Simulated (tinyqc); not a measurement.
# Doping and flat-band voltage from the body effect

Problem. VT = Vfb + 2 phiF + gamma sqrt(2 phiF + Vsb), phiF = Vt ln(Na/ni), gamma = sqrt(2 q eps0 eps_r Na)/Cox, Cox = eps0 eox/tox. Find Na, gamma and Vfb from two thresholds.

Values chosen for this exercise; material values close to those of silicon:
- T = 300 K (temperature)
- eps_r = 11.5 (relative permittivity of the semiconductor)
- eox = 25.9 (relative permittivity of the gate insulator)
- tox = 10 nm (insulator thickness)

Constants: q = 1.602176634e-19 C, kB = 1.380649e-23 J/K, Vt = kB T/q, eps0 = 8.8541878128e-14 F/cm where lengths are in cm. Results are converted to the units shown.

VT at Vsb = 0 and 1.7 V (V): [0.41358564, 0.55150680]
ni = 1.0730957e10 cm^-3

Solution. The difference of the thresholds, gamma [sqrt(2 phiF + Vsb) - sqrt(2 phiF)], holds no Vfb and rises with Na, so it has one root; Vfb then follows from the first threshold.

Na = 7.10e17 cm^-3
gamma = 0.210 V^0.5
Vfb = -0.720 V

Numbers from tinyqc (`OMP_NUM_THREADS=1 python tinyqc.py 2360145 2360146 out.jsonl`; about 0.07 s on one thread of a shared Intel Xeon 2.30GHz).
